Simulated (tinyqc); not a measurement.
Interdiffusion in a binary couple: Darken equations, Kirkendall shift and Boltzmann-Matano analysis: one step, computed by the program tinyqc. Command: `OMP_NUM_THREADS=1 python tinyqc.py 3028360 3028361 out.jsonl darken walk`. One thread of a shared host (Intel(R) Xeon(R) Processor @ 2.30GHz), about 0.02 s of CPU time with the checks.

x is the mole fraction of B; the molar volume is constant, and the two halves are long enough to count as infinite.

Problem. Boltzmann-Matano diffusivity. D~(x) = area/(2 t slope), with z counted from the original interface (the Matano plane); 1 um^2 = 1e-12 m^2.

Inputs (values chosen for the exercise, for a model alloy A-B): temperature T = 1110 K; time t = 9100 s.

area -int z dx from x_L to the local x = 9.483531 um

slope dx/dz at the local x = 9.555923e-04 1/um

Give: D~ from the profile.

Solution.

D~ from the profile = 5.453e-13 m^2/s
